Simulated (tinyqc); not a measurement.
## Polarisation charge from two barrier thicknesses

Problem. VT = phiB - dEc - q sigma d/(eps0 eps_r). Find sigma, phiB - dEc and the thickness at which VT = 0.

Values chosen for this exercise:
- eps_r = 9.3 (relative permittivity of barrier and channel)

Constants: q = 1.602176634e-19 C, eps0 = 8.8541878128e-14 F/cm where lengths are in cm. Results are converted to the units shown.

VT for d = 15 and 21 nm (V): -2.6076600  -3.9822359

Solution. VT is linear in d.

sigma = 1.18e13 cm^-2
phiB - dEc = 0.829 V
thickness for VT = 0 = 3.62 nm

tinyqc, about 0.02 s, one thread, Intel Xeon 2.30GHz (shared host): `OMP_NUM_THREADS=1 python tinyqc.py 2570001 2570002 out.jsonl`
